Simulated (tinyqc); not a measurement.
Length of a molecular wire: coherent transport through a tight-binding bridge. Computed by the program tinyqc. T = Gamma_L Gamma_R |G_1n|^2 with the self-energies of semi-infinite chains.

A uniform bridge between two chains:

| parameter | value |
|---|---|
| site energy (eV) | 0.250000 |
| hopping in the bridge (eV) | 0.620000 |
| lead hopping (eV) | 1.800000 |
| couplings (eV) | 1.08, 0.77 |
| E (eV) | -0.180000 |

Transmission against length:

| sites | T | ln T |
|---|---|---|
| 2 | 9.4577e-01 | -0.056 |
| 3 | 8.2662e-01 | -0.190 |
| 4 | 8.2619e-01 | -0.191 |
| 6 | 7.7560e-01 | -0.254 |
| 7 | 9.1760e-01 | -0.086 |
| 8 | 8.6164e-01 | -0.149 |
| 9 | 7.9834e-01 | -0.225 |
| 10 | 9.5966e-01 | -0.041 |

Estimate the missing row, sites = 5.

Computed row:
```
sites           T    ln T
5      9.4606e-01  -0.055
```

E lies inside the band of the bridge (|E - e|/2h = 0.347 < 1): T does not decay but oscillates with length, between 0.776 and 0.960 here, as levels of the bridge pass E.
